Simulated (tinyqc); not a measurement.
Input admittance of a MOSFET at zero drain bias: distributed channel and distributed gate: two steps of the calculation.

Source and drain grounded, strong inversion, w = 2 pi f, Cox = eps0 eox/tox. The channel is an RC line of resistance 1/(mu Cox Vo) per square fed from both ends, so one finger has the intrinsic admittance y = i w Cox L tanh(g)/g per width, g = (1/2) sqrt(i w tau), tau = L^2/(mu Vo). The vertical resistance rv/L is in series with y, the overlaps 2 i w Cov in parallel: y_t = 1/(1/y + rv/L) + 2 i w Cov. The gate strip is a line of Rsh/L per length loaded by y_t, so a finger has Y = y_t Wf tanh(k)/k, k = (Wf/sd) sqrt(y_t Rsh/L); the device has Nf Y.

Parameters, values chosen for the exercise; values of the order met in silicon radio-frequency transistors:
- eox = 3.9 (relative permittivity of the gate insulator (close to silicon dioxide))
- tox = 6.3 nm (insulator thickness)
- L = 0.8 um (channel length)
- Wf = 1.6 um (finger width)
- Nf = 16 (number of fingers)
- mu = 380 cm^2/(V s) (channel mobility)
- Vo = 0.45 V (gate overdrive)
- Rsh = 9.4 ohm/square (sheet resistance of the gate)
- rv = 0 ohm um^2 (vertical resistivity of the gate stack)
- sd = 2 (number of ends at which a finger is contacted)
- Cov = 0.2 fF/um (overlap and fringe capacitance on each side)
- f = 19 GHz (frequency)

Constants: eps0 = 8.8541878128e-14 F/cm where lengths are in cm. Results are converted to the units shown.

Problem 1. Admittance of the channel and stack per width. tau, g, c = Cox L, y and y_t as defined.

Wanted: tau; g; c; y; y_t.

Solution 1.

tau = 37.427 ps
g = 0.74733+0.74733i
c = 4.3849 fF/um
y = 162.23+451.18i uS/um
y_t = 162.23+498.93i uS/um

w tau = 4.47, and Im y is 0.862 of w c.

Problem 2. Input impedance of the device. k and Y as defined; Z = 1/(Nf Y) = R + 1/(i w C); Q = |Im Z|/R; signal at the point farthest from a contact |1/cosh k|.

y_t = 162.23135+498.93235i uS/um

Give: k; Nf Y; R; C; Q; signal at the far point.

Solution 2.

k = 0.05082+0.03691i
Nf Y = 4.17+12.76i mS
R = 23.12 ohm
C = 118.3 fF
Q = 3.062
signal at the far point = 0.9994

Program tinyqc, `OMP_NUM_THREADS=1 python tinyqc.py 2262177 2262178 out.jsonl`; Intel Xeon 2.30GHz, shared host, one thread, about 0.01 s.
